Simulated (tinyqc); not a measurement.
Mesh against width: smearing for a one-band metal on the square lattice.

Lattice vectors (units of a): a1 = (1, 0), a2 = (0, 1). E(k) = -t A_1(k) - t2 A_2(k), A_m the sum of cos(k . R) over the 4 nearest and 4 second lattice vectors. Mesh k = sum (j_i/N) b_i, j_i = 0 .. N-1.

With x = (E_k - mu)/sigma: Gaussian f = erfc(x)/2, s = exp(-x^2)/(2 sqrt(pi)); Methfessel-Paxton (first order) f = erfc(x)/2 - x exp(-x^2)/(2 sqrt(pi)), s = (1 - 2 x^2) exp(-x^2)/(4 sqrt(pi)). With weights w = points/N^d (d the dimension), mu solves 2 sum w f = ne; E = 2 sum w f E_k, S = 2 sum w s, F = E - sigma S.

Inputs chosen for the exercise:
```
symbol  value  unit  meaning
t       1.03   eV    nearest hopping
t2      -0.21  eV    second hopping
ne      0.97         electrons per cell
```

Gaussian smearing, (E + F)/2. The reference is F of first-order Methfessel-Paxton smearing with sigma = 0.05 t on the mesh N = 200; it moves by 0.00 meV on the mesh N = 250, so errors below a few times that are not resolved.

Errors (meV per cell):
```
N,sigma = 0.05 t,sigma = 0.15 t,sigma = 0.4 t
4,22.62,17.68,7.20
8,16.93,13.31,7.48
12,-1.44,-1.83,-1.93
16,-1.89,-1.84,-0.82
24,0.97,0.87,-0.15
48,0.09,0.05,-0.14
```

reference = -1.67509 eV

How do the results move, and what explains it?

First N from which the value stays within 2 meV of its last entry (which need not be the best one): 12 for sigma = 0.05 t, 12 for sigma = 0.15 t, 12 for sigma = 0.4 t. At the last mesh the errors are +0.09, +0.05 and -0.14 meV. By this 2 meV bar the wider smearing does not converge sooner. The smallest error belongs to 0.05 t on 1, 0.15 t on 1, 0.4 t on 4 of the 6 meshes.

Run: tinyqc, `OMP_NUM_THREADS=1 python tinyqc.py 1650446 1650447 out.jsonl`; Intel(R) Xeon(R) Processor @ 2.30GHz, one thread, shared host; about 0.07 s of CPU time with all checks.
